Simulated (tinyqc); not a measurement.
Do the excited 1s states matter for ionisation? Model: valley-orbit splitting of a donor ground state, with strain. Computed by tinyqc, a small Python program. Command: `OMP_NUM_THREADS=1 python tinyqc.py 3007879 3007880 out.jsonl valleyorbit walk`. One thread of a shared host (Intel(R) Xeon(R) Processor @ 2.30GHz), about 0.01 s of CPU time with the checks.

The basis is the 1s envelope in each valley; energies are counted from the unstrained conduction-band edge. The strain is e_s (a a^T - 1/3) for the unit stress axis a, so valley j along n_j moves by Xi_u e_s w_j with w_j = (n_j.a)^2 - 1/3: +2/3 for [111], -2/9 for the others.

Inputs (values chosen for the exercise, modelled on donors in germanium):

| quantity | value | unit |
|---|---|---|
| single-valley binding energy E_0 | 9.98 | meV |
| central-cell shift Lambda | 0.91 | meV |
| coupling Delta_1 | 0.15 | meV |
| shear deformation potential Xi_u | 16.3 | eV |
| donor density N_D | 2.2e+15 | cm^-3 |
| density-of-states mass of one valley m_e | 0.214 | m_0 |

Valleys: four along <111>. Stress axis: [111].

Constants: k_B = 8.617333262e-05 eV/K; m_0 = 9.1093837015e-31 kg; k_B = 1.380649e-23 J/K; h = 6.62607015e-34 J s.

Method:
- By symmetry: E(A1) = E_0 + Lambda + 3 Delta_1 (one state), E(T2) = E_0 + Lambda - Delta_1 (three), as binding energies.
- H_jj = -(E_0 + Lambda) + Xi_u e_s w_j; H_jk = -Delta_1 between any two valleys.
- z = sum over levels of exp(-(E - E_ground)/k_B T), the ground-state share being 1/z; N_c = 2 (2 pi m_e k_B T/h^2)^(3/2) sum_j exp(-(shift_j - lowest shift)/k_B T); n1 = N_c/(2 z) exp(-binding/k_B T), binding = lowest shift - E_ground; without compensation n = 2 N_D/(1 + sqrt(1 + 4 N_D/n1)) (Boltzmann statistics; p and higher states left out).
- No strain here. The last two columns set z = 1, with the A1 depth, or use one level at E_0 with z equal to the number of valleys.

E(A1) = 11.34 meV

Ionised share:

| T (K) | z | all 1s states | ground state alone | no splitting |
|---|---|---|---|---|
| 6.6 | 2.0446 | 8.8872e-05 | 1.2708e-04 | 2.1002e-04 |
| 11.0 | 2.5930 | 6.2240e-03 | 1.0003e-02 | 1.0247e-02 |
| 16.0 | 2.9415 | 4.9087e-02 | 8.2687e-02 | 6.8233e-02 |
| 24.0 | 3.2445 | 2.2521e-01 | 3.6674e-01 | 2.7297e-01 |
| 33.0 | 3.4293 | 4.8089e-01 | 6.8914e-01 | 5.3517e-01 |
| 53.0 | 3.6307 | 8.2397e-01 | 9.3726e-01 | 8.4762e-01 |
| 88.0 | 3.7718 | 9.5705e-01 | 9.8787e-01 | 9.6156e-01 |

What does the comparison show, and why?

z grows from 2.045 to 3.77 of at most 4. Leaving out the excited states overstates the ionised share by up to 68.4 % (at 16.0 K); ignoring the splitting misses by a factor 2.36 at the lowest T and 1.00 at the highest.

Extremes, crossings and ranges named in words are read from the listed rows.
